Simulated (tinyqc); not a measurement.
Six-band Luttinger-Kohn model with strain: sweeps and comparisons. A value that a table varies takes the place of the one given here.

Six-band Luttinger-Kohn model in the basis |3/2,3/2>, |3/2,1/2>, |3/2,-1/2>, |3/2,-3/2>, |1/2,1/2>, |1/2,-1/2>, electron energies, zero at the top of the unstrained valence band. H = -[rows: (P+Q, -S, R, 0, -S/r2, r2 R); (-S*, P-Q, 0, R, -r2 Q, r32 S); (R*, 0, P-Q, S, r32 S*, r2 Q); (0, R*, S*, P+Q, -r2 R*, -S*/r2); (-S*/r2, -r2 Q, r32 S, -r2 R, P+Dso, 0); (r2 R*, r32 S*, r2 Q, -S/r2, 0, P+Dso)], r2 = sqrt(2), r32 = sqrt(3/2). Levels are twofold.

P = c g1 k^2 - av tr(e); Q = c g2 (kx^2 + ky^2 - 2 kz^2) - (b/2)(exx + eyy - 2 ezz); R = c sqrt3 [-g2 (kx^2 - ky^2) + 2i g3 kx ky] + (sqrt3/2) b (exx - eyy) - i d exy; S = 2 c sqrt3 g3 (kx - i ky) kz - d (exz - i eyz); c = hbar^2/2m0, e the strain tensor (not engineering shear).

s11 = (C11 + C12)/((C11 - C12)(C11 + 2 C12)), s12 = -C12/((C11 - C12)(C11 + 2 C12)), s44 = 1/C44; exx = s11 sxx + s12 (syy + szz) and cyclic, exy = s44 sxy/2; tension is positive. A uniaxial stress X along the unit vector n is s_ij = X n_i n_j.

Constants: hbar^2/2m0 = 3.80998211 eV angstrom^2.

Inputs chosen for the exercise (near those of Si; shifted at random, so the results belong to these values and not to a real crystal):
- Dso = 0.044 eV (spin-orbit splitting)
- g1 = 4.3 (Luttinger gamma1)
- g2 = 0.34 (gamma2)
- g3 = 1.46 (gamma3)
- av = 2.53 eV (valence hydrostatic potential)
- b = -2.06 eV (tetragonal shear potential)
- d = -4.92 eV (trigonal shear potential)
- C11 = 170.5 GPa
- C12 = 65.8 GPa
- C44 = 80.8 GPa
- load = uniaxial [111] (kind of stress)
- X1 = 2 GPa (size of the stress)
- E_h = 5 meV (hole energy below the top)
- X = -1.75 GPa (stress)

## Sweep of a uniaxial [111] stress

Edges at k = 0 and curvature masses of the top pair along [110] and [001] (step 0.0002 1/angstrom); at zero stress the top is fourfold and has no single curvature.

Edges and masses:
```
X (GPa)  top (eV)  second (eV)  third (eV)  splitting (meV)  m [110]  m [001]
-2.10      0.0449      -0.0545     -0.0872             99.4    0.141    0.233
-1.40      0.0274      -0.0363     -0.0703             63.8    0.143    0.233
-0.70      0.0114      -0.0182     -0.0548             29.6    0.148    0.233
0.00       0.0000       0.0000     -0.0440              0.0        -        -
0.70       0.0182       0.0012     -0.0458             16.9    0.352    0.233
1.40       0.0363       0.0135     -0.0587             22.8    0.352    0.233
2.10       0.0545       0.0295     -0.0752             25.0    0.352    0.233
```

The splitting reaches 99.4 meV under compression and 25.0 meV under the same tension; linear shear terms alone would make the two equal, and the difference comes from the coupling to the split-off band. At the ends of the sweep the top pair has a mass along [110] of 0.141 under compression and 0.352 under tension, so compression gives the lighter holes along [110]; along [001] it has 0.233 and 0.233. The top edge itself moves by +45 and +55 meV.

## Which stress helps holes along [110]

Each load has size X1 (biaxial: sxx = syy); masses are curvatures of the top pair at k = 0.

Results:
```
load                         splitting (meV)  top edge (meV)  m [110]  m [001]
uniaxial [110], compression             97.1            44.4    0.113    0.274
uniaxial [110], tension                 25.7            53.3    0.427    0.205
uniaxial [100], compression            106.6            50.5    0.216    0.274
uniaxial [100], tension                 25.3            56.1    0.242    0.216
uniaxial [111], compression             94.3            42.4    0.141    0.233
uniaxial [111], tension                 24.8            51.9    0.352    0.233
biaxial (001), compression              25.3             5.9    0.216    0.276
biaxial (001), tension                 106.6           100.7    0.274    0.178
```

The lightest mass along [110] (0.113) comes with uniaxial [110], compression. The largest splitting (106.6 meV) comes with uniaxial [100], compression; biaxial (001), tension. The heaviest mass along [001] (0.276), which lowers the confinement energy in a (001) channel, comes with biaxial (001), compression. The splitting per GPa follows b (s11 - s12) for loads along cube axes and d s44 for [111]: here 2 |b| (s11 - s12) = 39.4 and |d| s44/sqrt3 = 35.2 meV per GPa in the limit of large Dso; where the splitting nears Dso, mixing with the split-off band makes it depend on the sign of the load.

## Warping of the constant-energy contours (six-band Luttinger-Kohn model)

No strain (e = 0). In the plane kz = 0, |k| where the top and second pairs lie E_h below the top, against the angle from [100]; m = c k^2/E_h.

Contours:
```
angle (degrees)  k top (1/angstrom)  k second (1/angstrom)  m top (m0)  m second (m0)
0                            0.0190                 0.0163       0.276          0.202
9                            0.0200                 0.0158       0.305          0.189
18                           0.0222                 0.0150       0.376          0.172
27                           0.0252                 0.0145       0.482          0.159
36                           0.0283                 0.0141       0.611          0.152
45                           0.0299                 0.0140       0.682          0.149
```

The heavy contour reaches 1.571 times as far along [110] as along [100], the light one 0.861 times. The warping follows g3 - g2 = 1.12 and would vanish for g2 = g3. Along [100] the heavy mass is 1/(g1 - 2 g2) = 0.276 at any energy, while the light one is 0.2017, against 1/(g1 + 2 g2) = 0.2008 at the edge, for E_h/Dso = 0.11.

## What each parameter does

Edges at k = 0 under a uniaxial [111] stress X and the curvature mass of the top pair along [110] (step 0.0002 1/angstrom). Each row changes one parameter from the base and keeps the others.

Results:
```
case             top (eV)  second (eV)  third (eV)  mass (m0)
base               0.0361      -0.0454     -0.0786      0.141
Dso = 0.035 eV     0.0378      -0.0454     -0.0713      0.141
av = 2.024 eV      0.0390      -0.0425     -0.0757      0.141
b = -2.472 eV      0.0361      -0.0454     -0.0786      0.141
g2 = 0.408         0.0361      -0.0454     -0.0786      0.141
C12 = 52.64 GPa    0.0347      -0.0468     -0.0800      0.141
C44 = 96.96 GPa    0.0264      -0.0403     -0.0741      0.142
d = -5.904 eV      0.0478      -0.0516     -0.0842      0.141
```

The largest shifts from the base row, up to three for each result and ties (the steps differ in size, so this ranks the rows, not the parameters). top (eV): d +0.0118, C44 -0.0097, av +0.0029; unchanged at the printed digits by b and g2. second (eV): d -0.0062, C44 +0.0051, av +0.0029; unchanged at the printed digits by Dso, b and g2. third (eV): Dso +0.0073, d -0.0056, C44 +0.0045; unchanged at the printed digits by b and g2. mass (m0): C44 +0.001; unchanged at the printed digits by Dso, av, b, g2, C12 and d. The Luttinger parameters multiply k^2 and cannot move the edges; av shifts all edges alike and leaves the mass.

Run: tinyqc, `OMP_NUM_THREADS=1 python tinyqc.py 1051060 1051061 out.jsonl`; Intel(R) Xeon(R) Processor @ 2.30GHz, one thread, shared host; about 0.07 s of CPU time with all checks.
